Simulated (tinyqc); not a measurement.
Isotype n-N heterojunction, non-linear Poisson equation by Newton steps, Boltzmann statistics: one step of the calculation.

One dimension, material 1 (n-type) at x < 0 and material 2 (n-type) at x > 0. Band edges: Ec = -psi in material 1 and -psi + dEc in material 2, Ev = Ec - Eg. Equilibrium, Fermi level at 0. n = Nc F((EFn - Ec)/Vt), p = Nv F((Ev - EFp)/Vt), with F(eta) = exp(eta) (Boltzmann statistics); full ionisation, no interface charge, classical densities; the doping types are chosen for the exercise.

Question. Band edges, densities and displacement. Ec, Ev, n and p as defined; D = a_k (psi_(k+1) - psi_k) on the interval that holds the interface.

Parameters, values chosen for the exercise; band and dielectric values close to those of CdS and CdTe: temperature T = 400 K; band gap of material 1 Eg1 = 2.44 eV; conduction-band density of states of material 1 Nc1 = 3.45e18 cm^-3; valence-band density of states of material 1 Nv1 = 2.73e19 cm^-3; band gap of material 2 Eg2 = 1.52 eV; conduction-band density of states of material 2 Nc2 = 1.24e18 cm^-3; valence-band density of states of material 2 Nv2 = 2.73e19 cm^-3; conduction-band offset Ec2 - Ec1 dEc = 0.11 eV; donor density of material 1 N1 = 6.4e16 cm^-3; donor density of material 2 N2 = 5.8e16 cm^-3; bias of side 1 against side 2 V = 0 V.

Constants: q = 1.602176634e-19 C, kB = 1.380649e-23 J/K, Vt = kB T/q. Results are converted to the units shown.

```
node  x (nm)  converged psi (V)  material
0       -155        -0.13743773         1
1       -114        -0.13738042         1
2      -79.2        -0.13704528         1
3      -50.8        -0.13543008         1
4      -27.4        -0.12935361         1
5         -8        -0.10998882         1
6          8        -0.05298067         2
7       31.5        -0.01381802         2
8       66.1         0.00131396         2
9        117         0.00416128         2
10       192         0.00444030         2
```

coupling a_i, interval 0 to 9 (F/cm^2): 1.9155279e-7  2.2568002e-7  2.7653749e-7  3.3562669e-7  4.0482807e-7  5.2508770e-7  3.8430943e-7  2.6101941e-7  1.7743166e-7  1.2041695e-7

Wanted: Ec; Ev; n; p; D.

Answer.

```
node  Ec (eV)  Ev (eV)  n (cm^-3)  p (cm^-3)
0      0.1374   -2.303   6.400e16  2.662e-10
1      0.1374   -2.303   6.411e16  2.657e-10
2      0.1370   -2.303   6.473e16  2.632e-10
3      0.1354   -2.305   6.784e16  2.511e-10
4      0.1294   -2.311   8.092e16  2.105e-10
5      0.1100   -2.330   1.419e17  1.200e-10
6      0.1630   -1.357   1.096e16      218.0
7      0.1238   -1.396   3.415e16      69.99
8      0.1087   -1.411   5.297e16      45.12
9      0.1058   -1.414   5.753e16      41.54
10     0.1056   -1.414   5.800e16      41.21
```

D = 29.93 nC/cm^2

Program tinyqc, `OMP_NUM_THREADS=1 python tinyqc.py 2040094 2040095 out.jsonl`; Intel Xeon 2.30GHz, shared host, one thread, about 0.02 s.
